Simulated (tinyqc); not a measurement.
Hubbard ring of 6 sites, step by step. Computed by tinyqc, a small Python program that keeps every step. Settings: hopping = 0.85, U = 1.0, mixing = 0.5, iteration cap = 61. Command: `OMP_NUM_THREADS=1 python tinyqc.py 26283 26284 out.jsonl` (the two numbers bound the seeds that draw the settings). One thread of a shared host (Intel(R) Xeon(R) Processor @ 2.60GHz), about 0.2 s of CPU time with the checks. Later iterations appear only in the table of the cycle.

## Mean-field iteration 1

one-body matrix (hopping and site energies) (eV), order 1, 2, 3, 4, 5, 6:
```
[[0.000000, -0.850000, 0.000000, 0.000000, 0.000000, -0.850000],
 [-0.850000, 0.000000, -0.850000, 0.000000, 0.000000, 0.000000],
 [0.000000, -0.850000, 0.000000, -0.850000, 0.000000, 0.000000],
 [0.000000, 0.000000, -0.850000, 0.000000, -0.850000, 0.000000],
 [0.000000, 0.000000, 0.000000, -0.850000, 0.000000, -0.850000],
 [-0.850000, 0.000000, 0.000000, 0.000000, -0.850000, 0.000000]]
```

U = 1.000000 eV

electrons, up and down: [3, 3]

mixing = 0.500000

n(up) at the start (a guess, not normalised): [0.500000, 0.500000, 0.500000, 0.500000, 0.500000, 0.500000]

n(down) at the start (a guess): [0.500000, 0.500000, 0.500000, 0.500000, 0.500000, 0.500000]

H(up) = T + U n(down), H(down) = T + U n(up); fill the lowest levels; n(new) = n + mixing (n(out) - n); E = tr T (rho up + rho down) + U sum n_up n_down of the output.

levels, up (eV): [-1.200000, -0.350000, -0.350000, 1.350000, 1.350000, 2.200000]

levels, down (eV): [-1.200000, -0.350000, -0.350000, 1.350000, 1.350000, 2.200000]

energy = -5.300000 eV

n(up) after iteration 1: [0.500000, 0.500000, 0.500000, 0.500000, 0.500000, 0.500000]

n(down) after iteration 1: [0.500000, 0.500000, 0.500000, 0.500000, 0.500000, 0.500000]

## Convergence

Each step fills the lowest levels of T + U n(other spin) and sets n(new) = n + mixing (n(out) - n); stop when output and input agree to 1e-8.

Course of the cycle:
```
iteration       E (eV)  largest |n(out) - n(in)|  mean |n_up - n_down|
1          -5.30000000                  2.22e-16              0.000000
```

local moments n_up - n_down: [0.000000, 0.000000, 0.000000, 0.000000, 0.000000, 0.000000]

Converged in 1 iterations. Before convergence this energy mixes input and output and is not variational, so it may rise towards its limit.

## Exact diagonalisation (400 states)

Lowest levels of the sector, and the double occupancy of the lowest state.

lowest levels (eV): [-5.419210, -4.063815, -3.885840, -3.885840, -3.826013, -3.657762]

double occupancy per site = 0.210026

The mean-field solution above lies 0.1192 eV above the exact energy.

## The lowest level by Lanczos steps

From a random start vector (not printed): a_j = <q_j|H|q_j>, b_j = norm of the remainder after orthogonalising; the Ritz value is the lowest eigenvalue of the tridiagonal matrix of a and b so far.

Lanczos:
```
j    a_j (eV)  b_j (eV)  lowest Ritz value (eV)
1   -0.553272  3.580438             -0.55327245
2   -0.613063  3.319098             -4.16373089
3    1.252931  3.116024             -5.13531927
4    1.967791  2.826590             -5.36167864
5    1.874951  2.607630             -5.40783009
6    1.818491  3.190644             -5.41612986
7    2.711132  3.580822             -5.41825003
8    2.855199  3.321826             -5.41891621
9    1.687084  2.835970             -5.41913420
10   1.933506  2.862135             -5.41919017
```
